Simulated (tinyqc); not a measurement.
Comparisons within one model: propagation of a band-gap error through k.p and effective-mass formulas. A value that a table varies takes the place of the one given here.

Chain, for a gap E (the reference Eg or another value), with Ep and Dso kept: 1/me = 1 + Ep (E + 2 Dso/3)/(E (E + Dso)); g* = 2 - 2 Ep Dso/(3 E (E + Dso)); g1(E) = g1 + (Ep/3)(1/E - 1/Eg), g2(E) = g2 + (Ep/6)(1/E - 1/Eg), light hole 1/(g1 + 2 g2), heavy hole 1/(g1 - 2 g2) along [100]; optical constant ei(E) = 1 + (ei - 1)(EP/(EP + E - Eg))^2, static e0(E) = ei(E) + e0 - ei.

Donor: R = Ry me/e0^2, a_B = a0 e0/me, Mott density (0.26/a_B)^3. Nc, Nv = 2 (m kT/(4 pi c))^(3/2), c = hbar^2/2m0, ni = sqrt(Nc Nv) exp(-E/2kT). Exciton: Ry mu/e0^2 with 1/mu = 1/me + g1(E). 1 angstrom^-3 = 1e24 cm^-3.

Constants: Ry = 13.60569312 eV; a0 (Bohr radius) = 0.5291772105 angstrom; kB = 8.617333262e-05 eV/K; hbar^2/2m0 = 3.80998211 eV angstrom^2.

Inputs chosen for the exercise (reference values near those of InAs, gap at low temperature; not measured data):
```
symbol  value  unit  meaning
Eg      0.416  eV    gap at Gamma to the s-like level
Dso     0.383  eV    spin-orbit splitting
Ep      21.6   eV    Kane energy
g1      20.1         Luttinger gamma1
g2      8.47         gamma2
e0      15.01        static dielectric constant
ei      12.4         optical dielectric constant
EP      4.6    eV    mean (Penn) gap
mh      0.41   m0    density-of-states mass of the holes
T       400    K     temperature
Eg2     0.495  eV    a wrong gap, of the size a hybrid functional can give
```

## The size of the error

E = f Eg; ratios against f = 1.

Results:
```
f     E (eV)  me ratio  light-hole ratio  e0 ratio  donor ratio  Mott ratio        g*  log10 ni ratio
0.25   0.104     0.289             0.263     1.115        0.233      0.0175  -106.893            1.56
0.40   0.166     0.443             0.416     1.090        0.373      0.0674   -58.328            1.31
0.60   0.250     0.637             0.616     1.058        0.569       0.218   -32.929            0.90
0.80   0.333     0.821             0.811     1.028        0.777       0.510   -21.152            0.46
1.00   0.416     1.000             1.000     1.000        1.000        1.00   -14.593            0.00
1.20   0.499     1.174             1.184     0.973        1.240        1.76   -10.523           -0.47
1.50   0.624     1.429             1.452     0.936        1.632        3.56    -6.777           -1.19
2.00   0.832     1.842             1.877     0.879        2.382        9.19    -3.456           -2.42
```

How do the results move?

Between f = 0.8 and 1.2 the mean powers d ln(ratio)/d ln f are 0.88 for me, 0.94 for the light hole, -0.14 for e0, 1.15 for the donor energy and 3.05 for the Mott density; ni moves by -0.56 decades per 0.1 eV, against -0.1 eV/(2 kT ln 10) = -0.63 from the exponential alone, the rest coming from Nc through me^(3/4). Rows with E below about 8 kT bring ni near Nc, beyond Boltzmann statistics. g* keeps its sign, from -106.89 to -3.46.

## What each input does

All at E = Eg2. Each row changes one parameter from the base and keeps the others.

Results:
```
case            me (m0)  light hole (m0)     e0  donor (meV)  exciton (meV)  log10 ni
base             0.0261           0.0317  14.63        1.660          1.143    14.991
Eg2 = 0.535 eV   0.0280           0.0341  14.44        1.824          1.254    14.761
Dso = 0.352 eV   0.0259           0.0317  14.63        1.648          1.137    14.988
Ep = 19.872 eV   0.0283           0.0313  14.63        1.801          1.203    15.017
g1 = 21.708      0.0261           0.0302  14.63        1.660          1.111    14.991
EP = 4.968 eV    0.0261           0.0317  14.66        1.654          1.139    14.991
ei = 11.408      0.0261           0.0317  14.66        1.653          1.138    14.991
mh = 0.377 m0    0.0261           0.0317  14.63        1.660          1.143    14.964
T = 432 K        0.0261           0.0317  14.63        1.660          1.143    15.272
```

How do the results move?

The largest shifts from the base row, up to three for each result and ties (the steps differ in size, so this ranks the rows, not the parameters). me (m0): Ep +0.0022, Eg2 +0.0018, Dso -0.0002; unchanged at the printed digits by g1, EP, ei, mh and T. light hole (m0): Eg2 +0.0024, g1 -0.0015, Ep -0.0004; unchanged at the printed digits by Dso, EP, ei, mh and T. e0: Eg2 -0.19, ei +0.03, EP +0.03; unchanged at the printed digits by Dso, Ep, g1, mh and T. donor (meV): Eg2 +0.164, Ep +0.140, Dso -0.013; unchanged at the printed digits by g1, mh and T. exciton (meV): Eg2 +0.111, Ep +0.060, g1 -0.032; unchanged at the printed digits by mh and T. log10 ni: T +0.281, Eg2 -0.230, mh -0.027; unchanged at the printed digits by g1, EP and ei.

Run: tinyqc, `OMP_NUM_THREADS=1 python tinyqc.py 1880154 1880155 out.jsonl`; Intel(R) Xeon(R) Processor @ 2.30GHz, one thread, shared host; about 0.01 s of CPU time with all checks.
